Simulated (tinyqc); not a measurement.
Worked calculation: Weaire-Thorpe hybrids on a Bethe lattice: gap and dangling bond of an amorphous tetrahedral solid. Values are carried at full precision from step to step, so a last printed digit may differ when a step is redone from the rounded ones.

Four sp3 hybrids an atom at energy 0, coupled by -V1 on the atom and by -V2 along a bond; the bonds form a tree (no rings). For any network the gap runs at least from -V2 + V1 to V2 - 3 V1, and p-like states pile up at -V2 + V1 and V2 + V1. On the tree the gap is wider: it ends at Ec = -V1 + sqrt(V2^2 + 4 V1^2 - 2 sqrt3 V1 V2), which makes it well wider than the gaps of the real glasses. A branch seen from a hybrid has the self-energy S = V2^2 g, where g is the Green function of the hybrid across the bond, whose three partners carry S themselves. With a = z - V1, b = a - S: g = 1/(a + V1 b/(b + 3 V1)), z = E + i eta. A full atom has G = (1/b)(b + 3 V1)/(b + 4 V1) per hybrid; a dangling hybrid with shift dh has G = 1/(1/g - dh).

Parameters, chosen for this exercise (of the size of tabulated hybrid energies for tetrahedral carbon; shifted at random, so the results belong to these values and not to a real crystal):
- V1 = 2.13 eV (coupling of two hybrids on one atom)
- V2 = 10.43 eV (coupling of the two hybrids of a bond)
- E = 2.76 eV (energy)
- eta = 0.05 eV (broadening)
- dh = -1.42 eV (shift of the dangling hybrid (rehybridisation))

## Edges

Bounds -V2 + V1 and V2 - 3 V1. On the tree the s-like bands are narrower: E = -V1 -/+ sqrt(V2^2 + 4 V1^2 + V1 V2 e) with e from -2 sqrt3 to 2 sqrt3 (for a crystal, -4 to 4), so the conduction edge is -V1 + sqrt(V2^2 + 4 V1^2 - 2 sqrt3 V1 V2).

edges (eV): Ev -8.3000, Ec(bound) 4.0400, Ec(tree) 4.9393

gaps (eV): (bound, reached in the crystal) 12.3400, (tree) 13.2393

The gap needs no periodicity, only V2 > 2 V1 (here V2/V1 = 4.897); leaving out rings widens it by 0.899 eV. Two parameters overstate the gap of carbon more than twofold (diamond has 5.5 eV).

## The self-energy at one energy

S = V2^2 g is a quadratic A S^2 + B S + C = 0 with A = a + V1, B = -(a (a + 4 V1) + V2^2), C = V2^2 (a + 3 V1), a = z - V1. Of the two roots take the one with Im S < 0 (if both qualify, the decaying one, with the smaller |V1 V2 g/(b + 3 V1)|).

A, B, C: 2.7600+0.0500i  -114.5469-0.4890i  763.6700+5.4392i

roots (eV): 8.3441+0.0707i  33.1479-0.6452i

S = 33.1479-0.6452i eV

## Densities at that energy

With z = E + i eta, b = z - V1 - S: full atom G = (b + 3 V1)/(b (b + 4 V1)); g = S/V2^2; dangling hybrid 1/(1/g - dh); densities -Im G/pi.

G (1/eV): (bulk) -0.0335-0.0008i, (dangling with dh = 0) 0.3047-0.0059i, (dangling with dh) 0.2127-0.0029i
densities (1/eV): (bulk) 0.0003, (dangling with dh = 0) 0.0019, (dangling with dh) 0.0009

## The dangling-bond level

For eta = 0 the level solves 1/g(E) = dh inside the gap (bisection); its weight on the dangling hybrid is 1/(d(1/g)/dE), by central differences with step 1e-5 eV.

level = -1.2491 eV
above Ev = 7.0509 eV
weight on the dangling hybrid = 0.882

The level lies at 53 % of the gap of the tree; 12 % of it spreads over the back bonds.

## Checks

- Conduction edge from the formula against the zero of the discriminant: both 4.93925.
- S from the quadratic against damped iteration of S = V2^2 g: both 33.14794.

tinyqc: `OMP_NUM_THREADS=1 python tinyqc.py 1481323 1481324 out.jsonl`; about 0.02 s, one thread, shared Intel(R) Xeon(R) Processor @ 2.30GHz.
